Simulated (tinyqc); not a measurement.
Gain factor and gap resistance from two string resistances.

Problem. At small bit-line voltage each of the 64 cells has the resistance 1/(K x) at overdrive x (no mobility reduction) in series with a gap resistance Rg. Find K, Rg and the share of the gaps at the higher overdrive.

resistance of a string of 64 equal cells at overdrives of 4.2 and 7.9 V (kohm): [1201.9810, 755.92911]

Answer. The resistance per cell is a straight line in 1/x with slope 1/K and intercept Rg.

K = 16.0 uA/V^2
Rg = 3.90 kohm
share of the gaps = 33.0 %

Numbers from tinyqc (`OMP_NUM_THREADS=1 python tinyqc.py 2142043 2142044 out.jsonl`; about 0.5 s on one thread of a shared Intel Xeon 2.30GHz).
